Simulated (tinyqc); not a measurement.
# Worked calculation: on-chip power grid, static voltage drop by conjugate gradients

tinyqc, about 0.09 s, one thread, Intel Xeon 2.30GHz (shared host): `OMP_NUM_THREADS=1 python tinyqc.py 2770119 2770120 out.jsonl` Printed values are rounded.

A grid of 3 rows and 4 columns, node k = 4 row + column. Neighbours in a row are joined by Rx, in a column by Ry; pad nodes, which reach the supply through Rp: 0. Each node draws I0, node 8 draws kh I0. The drops u = Vdd - V solve G u = i, with G the conductance matrix (1/Rp added on the diagonal at pad nodes).

Values chosen for this exercise: supply voltage Vdd = 0.75 V; resistance of a horizontal segment Rx = 0.12 ohm; resistance of a vertical segment Ry = 0.94 ohm; resistance from a pad node to the supply Rp = 0.17 ohm; load current of an ordinary node I0 = 1.2 mA; factor on the load at the hot node kh = 8.

## Diagonal of G, loads and first direction

G_kk = sum of the conductances at node k. Start u = 0, so the residual is r = i; p = r.

G_kk (S):
```
	col 0	col 1	col 2	col 3
row 0	15.27952	17.73050	17.73050	9.397163
row 1	10.46099	18.79433	18.79433	10.46099
row 2	9.397163	17.73050	17.73050	9.397163
```

r at the start (mA):
```
	col 0	col 1	col 2	col 3
row 0	1.2	1.2	1.2	1.2
row 1	1.2	1.2	1.2	1.2
row 2	9.6	1.2	1.2	1.2
```

p at the start (mA):
```
	col 0	col 1	col 2	col 3
row 0	1.2	1.2	1.2	1.2
row 1	1.2	1.2	1.2	1.2
row 2	9.6	1.2	1.2	1.2
```

## Iteration 1: conjugate-gradient step

u at the start (mV):
```
	col 0	col 1	col 2	col 3
row 0	0	0	0	0
row 1	0	0	0	0
row 2	0	0	0	0
```

q = G p; a = (r.r)/(p.q); u(new) = u + a p; r(new) = r - a q; b = (r.r)(new)/(r.r); p(new) = r(new) + b p.

q (mA S):
```
	col 0	col 1	col 2	col 3
row 0	7.05882	0.00000	0.00000	0.00000
row 1	-8.93617	0.00000	0.00000	0.00000
row 2	78.93617	-70.00000	0.00000	0.00000
```

a = 0.1608257 ohm

u after iteration 1 (mV):
```
	col 0	col 1	col 2	col 3
row 0	0.192991	0.192991	0.192991	0.192991
row 1	0.192991	0.192991	0.192991	0.192991
row 2	1.543927	0.192991	0.192991	0.192991
```

r after iteration 1 (mA):
```
	col 0	col 1	col 2	col 3
row 0	0.06476	1.20000	1.20000	1.20000
row 1	2.63717	1.20000	1.20000	1.20000
row 2	-3.09497	12.45780	1.20000	1.20000
```

b = 1.696800

p after iteration 1 (mA):
```
	col 0	col 1	col 2	col 3
row 0	2.10092	3.23616	3.23616	3.23616
row 1	4.67333	3.23616	3.23616	3.23616
row 2	13.19432	14.49396	3.23616	3.23616
```

## Iteration 2: conjugate-gradient step

As before.

q (mA S):
```
	col 0	col 1	col 2	col 3
row 0	0.1614	9.4603	0.0000	0.0000
row 1	5.6481	-23.9528	0.0000	0.0000
row 2	-1.7655	116.6217	-93.8150	0.0000
```

a = 0.1364261 ohm

u after iteration 2 (mV):
```
	col 0	col 1	col 2	col 3
row 0	0.479611	0.634487	0.634487	0.634487
row 1	0.830554	0.634487	0.634487	0.634487
row 2	3.343975	2.170345	0.634487	0.634487
```

r after iteration 2 (mA):
```
	col 0	col 1	col 2	col 3
row 0	0.04274	-0.09064	1.20000	1.20000
row 1	1.86662	4.46778	1.20000	1.20000
row 2	-2.85411	-3.45244	13.99881	1.20000
```

b = 1.346147

p after iteration 2 (mA):
```
	col 0	col 1	col 2	col 3
row 0	2.87089	4.26571	5.55635	5.55635
row 1	8.15760	8.82413	5.55635	5.55635
row 2	14.90738	16.05855	18.35516	5.55635
```

## Course of the conjugate-gradient iteration

Stop when |r| is below 1e-9 mA.

Course of the iteration:
```
iteration	largest u (mV)	|r| (mA)
1	1.543927	13.5
2	3.343975	15.7
3	5.257735	17.5
4	10.32464	25.8
5	12.34926	14.5
6	13.38980	10.8
7	13.81430	6.47
8	13.94053	7.09
9	14.02324	3.33
10	13.99977	2.46
11	13.97542	1.14
12	13.96495	< 1e-11
```

Converged in 12 iterations for 12 unknowns; in exact arithmetic the method needs at most 12. The condition number of the matrix is 161. Gauss-Seidel sweeps in node order need 806 to reach the same residual.

## Worst drop, pad currents and power lost

converged u (mV):
```
	col 0	col 1	col 2	col 3
row 0	3.87600	5.68974	6.79685	7.32188
row 1	9.97240	10.09698	10.22840	10.30669
row 2	13.96495	13.32263	12.94811	12.77678
```

Pad current u/Rp; worst drop as a share of Vdd; power lost in the grid and pads sum_k i_k u_k; power delivered sum_k i_k (Vdd - u_k).

worst drop = 13.96495 mV
share of Vdd = 1.861993 %
pad currents (mA): node 0 22.8
power lost = 0.2580672 mW
power delivered = 16.84193 mW

The pad currents add up to the total load, 22.80 mA. The worst drop is at node 8; the hot node is 8.
